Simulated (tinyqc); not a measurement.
Trap-assisted generation and recombination current of an abrupt junction. Inputs raised by 10 %, one at a time. Computed by tinyqc, a small Python program. Command: `OMP_NUM_THREADS=1 python tinyqc.py 3001768 3001769 out.jsonl junctionleak sens`. One thread of a shared host (Intel(R) Xeon(R) Processor @ 2.30GHz), about 0.05 s of CPU time with the checks.

Depletion approximation, flat quasi-Fermi levels across the depleted layer, long neutral regions with minority lifetimes tau_n and tau_p, full ionisation and Boltzmann statistics. Voltages in exponents stand for e V.

Inputs (values chosen for the exercise, with bands and screening modelled on GaSb):

| quantity | value | unit |
|---|---|---|
| gap E_g | 0.732 | eV |
| electron mass m_e | 0.0395 | m_0 |
| valleys M_c | 1 | - |
| hole mass m_h | 0.407 | m_0 |
| dielectric constant eps | 15.8 | - |
| acceptor density N_A | 1.7e+17 | cm^-3 |
| donor density N_D | 3.3e+18 | cm^-3 |
| capture time tau_n | 3.8e-06 | s |
| capture time tau_p | 4.7e-08 | s |
| trap level E_t - E_i | 0 | eV |
| electron diffusion coefficient D_n | 35 | cm^2/s |
| hole diffusion coefficient D_p | 12 | cm^2/s |
| forward bias V | 0.36 | V |
| reverse bias V_r | 2.6 | V |
| temperature T | 250 | K |
| tunnelling mass m_t | 0.14 | m_0 |

Field enhancement: Hurkx tunnelling factor.

Constants: k_B = 8.617333262e-05 eV/K; m_0 = 9.1093837015e-31 kg; k_B = 1.380649e-23 J/K; h = 6.62607015e-34 J s; e = 1.602176634e-19 C; eps_0 = 8.8541878128e-12 F/m; hbar = 1.054571817e-34 J s.

Method:
- N_c = 2 M_c (2 pi m_e k_B T/h^2)^(3/2) and N_v = 2 (2 pi m_h k_B T/h^2)^(3/2), masses in units of m_0.
- n_i = sqrt(N_c N_v) exp(-E_g/2 k_B T); V_bi = (k_B T/e) ln(N_A N_D/n_i^2); diffusion saturation current J_d0 = e n_i^2 [sqrt(D_n/tau_n)/N_A + sqrt(D_p/tau_p)/N_D].
- W = sqrt(2 eps eps_0 (V_bi - V)(1/N_A + 1/N_D)/e), x_p = W N_D/(N_A + N_D), x_n = W - x_p, peak field F_m = 2 (V_bi - V)/W; reverse bias means V = -V_r.
- Both capture times are divided by 1 + Gamma, Gamma = 2 sqrt(3 pi) (F/F_G) exp((F/F_G)^2), F_G = sqrt(24 m_t (k_B T)^3)/(e hbar) (the low-field Hurkx form), F being the local field, linear in x from 0 at the edges to F_m.
- Potential from the p edge: phi = (V_bi - V) x^2/(x_p W) on the p side and (V_bi - V)[1 - (W - x)^2/(x_n W)] on the n side; p = N_A exp(-phi/k_B T), n = n_i^2 exp(V/k_B T)/p; U = (n p - n_i^2)/[tau_p (n + n_i exp(dE/k_B T)) + tau_n (p + n_i exp(-dE/k_B T))], dE = E_t - E_i, n1 = n_i exp(dE/k_B T), p1 = n_i exp(-dE/k_B T); J_t = e int U dx by the trapezoid rule on 400 intervals on each side.
- Generation lifetime tau_g = tau_p exp(dE/k_B T) + tau_n exp(-dE/k_B T); textbook estimate e n_i W/tau_g; generation current J_g = -J_t; total = J_g + J_d0 (1 - exp(-V_r/k_B T)).
- Total J = J_t + J_d0 (exp(V/k_B T) - 1); ideality n = (e/k_B T) dV/d ln J, central difference of 1 mV.

Runs:

| input moved | from | to | total reverse current (A/cm^2) | generation current (A/cm^2) | total forward current (A/cm^2) | ideality factor |
|---|---|---|---|---|---|---|
| base run | - | - | 6.7161e-07 | 6.7160e-07 | 1.7676e-04 | 1.3474 |
| acceptor density N_A (cm^-3) | 1.7e+17 | 1.87e+17 | 8.1187e-07 | 8.1186e-07 | 1.7082e-04 | 1.3662 |
| donor density N_D (cm^-3) | 3.3e+18 | 3.63e+18 | 6.7161e-07 | 6.7161e-07 | 1.7510e-04 | 1.3519 |
| capture time tau_n (s) | 3.8e-06 | 4.18e-06 | 6.1241e-07 | 6.1241e-07 | 1.6938e-04 | 1.3451 |
| capture time tau_p (s) | 4.7e-08 | 5.17e-08 | 6.6949e-07 | 6.6949e-07 | 1.7167e-04 | 1.3389 |
| reverse bias V_r (V) | 2.6 | 2.86 | 8.5870e-07 | 8.5870e-07 | 1.7676e-04 | 1.3474 |
| temperature T (K) | 250 | 275 | 2.0272e-06 | 2.0270e-06 | 7.6862e-04 | 1.1666 |
| gap E_g (eV) | 0.732 | 0.8052 | 1.2670e-07 | 1.2670e-07 | 1.9603e-05 | 1.7495 |

Exponents ln(y'/y) / ln(x'/x):

| input | total reverse current | generation current | total forward current | ideality factor |
|---|---|---|---|---|
| acceptor density N_A | 1.990 | 1.990 | -0.358 | 0.145 |
| donor density N_D | 0.000 | 0.000 | -0.099 | 0.035 |
| capture time tau_n | -0.968 | -0.968 | -0.447 | -0.018 |
| capture time tau_p | -0.033 | -0.033 | -0.307 | -0.067 |
| reverse bias V_r | 2.578 | 2.578 | 0.000 | 0.000 |
| temperature T | 11.591 | 11.590 | 15.421 | -1.512 |
| gap E_g | -17.499 | -17.499 | -23.073 | 2.740 |

Which inputs matter most for each result?

Among the inputs moved here: total reverse current answers most in size to gap E_g (exponent -17.499), next to temperature T (+11.591); its exponent is below 0.0005 for donor density N_D. generation current answers most in size to gap E_g (exponent -17.499), next to temperature T (+11.590); its exponent is below 0.0005 for donor density N_D. Its exponent -0.968 in capture time tau_n: the tau_n term rules tau_g. Total forward current answers most in size to gap E_g (exponent -23.073), next to temperature T (+15.421); its exponent is below 0.0005 for reverse bias V_r. Ideality factor answers most in size to gap E_g (exponent +2.740), next to temperature T (-1.512); its exponent is below 0.0005 for reverse bias V_r.

Caution (all rows): one side is doped near or above its effective density of states, so Boltzmann statistics understate V_bi. Caution (all rows): at such a field avalanche multiplication or band-to-band tunnelling, left out here, may dominate the reverse current.
